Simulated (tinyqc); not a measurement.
G0W0 on RHF in the sto-3g basis, for BeH2, spin multiplicity 1, step by step. One step of it, computed by the program tinyqc.

Problem. Iteration 7 (converged): orbitals. Diagonalise F' = X^T F X, C = X C', fill 3 alpha and 3 beta electrons from the bottom; D = 2 C_occ C_occ^T. Each column has its largest component positive (the first on a tie).

converged F (hartree), lower triangle:
```
            1Be 1s     1Be 2s   1Be 2px    1Be 2py    1Be 2pz      2H 1s      3H 1s
1Be 1s   -4.527697
1Be 2s   -1.289337  -0.599877
1Be 2px   0.000000   0.000000  0.213819
1Be 2py  -0.000058  -0.010192  0.000000  -0.160296
1Be 2pz   0.000106  -0.000818  0.000000  -0.000108   0.213814
2H 1s    -0.255171  -0.362469  0.000000  -0.313684  -0.001162  -0.256565
3H 1s    -0.216388  -0.337670  0.000000   0.301942  -0.001036  -0.018761  -0.232256
```

X, lower triangle:
```
            1Be 1s     1Be 2s   1Be 2px    1Be 2py    1Be 2pz      2H 1s     3H 1s
1Be 1s    1.028560
1Be 2s   -0.151333   1.176723
1Be 2px   0.000000   0.000000  1.000000
1Be 2py  -0.000764   0.017340  0.000000   1.252515
1Be 2pz  -0.000085   0.000813  0.000000   0.000112   1.000004
2H 1s     0.020836  -0.258848  0.000000  -0.354310  -0.001430   1.216311
3H 1s     0.020731  -0.226524  0.000000   0.325120  -0.001206  -0.064867  1.182515
```

Give: F' = X^T F X; orbital energies; coefficients C; D after iteration 7.

Solution.

F' = X^T F X (hartree), lower triangle:
```
         1        2       3        4        5        6       7
1  -4.4184
2  -0.6988  -0.1405
3   0.0000   0.0000  0.2138
4   0.0014   0.0084  0.0000   0.2204
5   0.0001   0.0003  0.0000   0.0000   0.2138
6  -0.0178  -0.2990  0.0000  -0.4039  -0.0015   0.0610
7  -0.0045  -0.2744  0.0000   0.3830  -0.0013  -0.0777  0.0467
```

orbital energies (hartree): MO1 -4.5311, MO2 -0.4250, MO3 -0.3808, MO4 0.2138, MO5 0.2138, MO6 0.3706, MO7 0.7356

coefficients C:
```
             MO1      MO2      MO3      MO4     MO5      MO6      MO7
1Be 1s    0.9918  -0.2109  -0.0348   0.0026  0.0000  -0.2282  -0.0132
1Be 2s    0.0313   0.5902   0.1080  -0.0112  0.0000   1.0751   0.0964
1Be 2px   0.0000   0.0000   0.0000   0.0000  1.0000   0.0000   0.0000
1Be 2py   0.0001   0.0835  -0.4896   0.0001  0.0000  -0.0522   1.2453
1Be 2pz   0.0000   0.0010   0.0001   0.9999  0.0000   0.0120   0.0007
2H 1s    -0.0037   0.4579  -0.3500   0.0054  0.0000  -0.7046  -0.9208
3H 1s    -0.0038   0.3145   0.4906   0.0056  0.0000  -0.7718   0.7904
```

D after iteration 7, lower triangle:
```
          1Be 1s   1Be 2s  1Be 2px  1Be 2py  1Be 2pz    2H 1s   3H 1s
1Be 1s    2.0589
1Be 2s   -0.1944   0.7219
1Be 2px   0.0000   0.0000   0.0000
1Be 2py  -0.0009  -0.0072   0.0000   0.4934
1Be 2pz  -0.0005   0.0012   0.0000   0.0001   0.0000
2H 1s    -0.1762   0.4646   0.0000   0.4192   0.0009   0.6644
3H 1s    -0.1743   0.4769   0.0000  -0.4279   0.0008  -0.0554  0.6792
```
